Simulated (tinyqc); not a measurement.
Overlap of hydrogenic dopants: pairs, impurity band and the Mott density, step by step. Values are carried at full precision from step to step, so a last printed digit may differ when a step is redone from the rounded ones.

Ry* = Ry m/eps^2, aB = a0 eps/m. For 1s orbitals a distance rho = R/aB apart, in Ry*: overlap S = exp(-rho)(1 + rho + rho^2/3), J = (2/rho)(1 - (1 + rho) exp(-2 rho)) (attraction to the other ion), Kx = 2 (1 + rho) exp(-rho) (exchange of one electron). One electron on a pair has E = -1 - (J +/- Kx)/(1 +/- S), without the repulsion 2/rho of the ions. Hopping after orthogonalisation: t = (Kx - S J)/(1 - S^2), half the splitting. Dopants on a lattice with z neighbours, n = (3 sqrt3/4)/R^3 (bcc), give a band of width B = 2 z t, as on any lattice of two interpenetrating sublattices. Valleys, central cells and disorder are left out.

Constants: Ry = 13.60569312 eV; a0 (Bohr radius) = 0.5291772105 angstrom; hbar = 6.58211957e-16 eV s.

Parameters, chosen for this exercise (an isotropic mass and dielectric constant of the size used for donors in SiC; shifted at random, so the results belong to these values and not to a real crystal):
- m = 0.421 m0 (mass)
- eps = 9.6 (dielectric constant)
- N = 0.0061 1/aB^3 (dopant density)
- rho = 5.6 aB (distance of a pair)
- u = 1.25 Ry* (cost of a second electron on one dopant)
- z = 8 (neighbours in the dopant lattice)

## Scales

Form Ry*, aB, and the density N in 1/cm^3 (1/angstrom^3 = 1e24/cm^3).

Ry* = 62.153 meV
aB = 12.067 angstrom
density = 3.472e+18 1/cm^3

## A pair with one electron

Form S, J, Kx, the two levels, t, and the total energy of the lower state with the repulsion, relative to a distant pair (-1).

S, J, Kx: 0.06306  0.35711  0.04881

levels (Ry*): even -1.38184, odd -1.32905

t = 0.02640 Ry*
energy of the pair against a distant one (negative: bound) = -0.02470 Ry*

In this host the pair is 6.8 nm long and its splitting 2t is 3.28 meV.

## The pair with two electrons (two-site Hubbard model)

t is the hopping between the two dopants. Singlet at (u - sqrt(u^2 + 16 t^2))/2 below the triplet at 0; estimate 4 t^2/u; weight of double occupancy (1 - u/sqrt(u^2 + 16 t^2))/2; swap time pi hbar/Jx with Jx the splitting in eV. t and u are in units of Ry*.

singlet-triplet splitting (meV): exact 0.1383, 4 t^2/u 0.1386

double occupancy = 0.0018
swap time = 14.9 ps

The estimate is 0.2 % too high at 4t/u = 0.08.

## The impurity band at this density

Form R/aB, t, B = 2 z t and N^(1/3) aB. Two estimates of the gap between the Hubbard bands: u - B (rigid bands, closing at B = u) and the Hubbard-III rule, which closes at B = (2/sqrt3) u; give B/u.

R/aB = 5.9717
t = 0.01949 Ry*

B: in Ry* 0.312, in meV 19.387

N^(1/3) aB = 0.1827
B/u = 0.250

Both rules leave a gap: an insulator at T = 0. Mott's screening rule, N^(1/3) aB = 0.26, puts this density on the insulating side.

## Checks

- Overlap S against numerical integration in elliptic coordinates: both 0.063061.

Program tinyqc; command `OMP_NUM_THREADS=1 python tinyqc.py 1481813 1481814 out.jsonl`; about 0.01 s on one thread of a shared Intel(R) Xeon(R) Processor @ 2.30GHz.
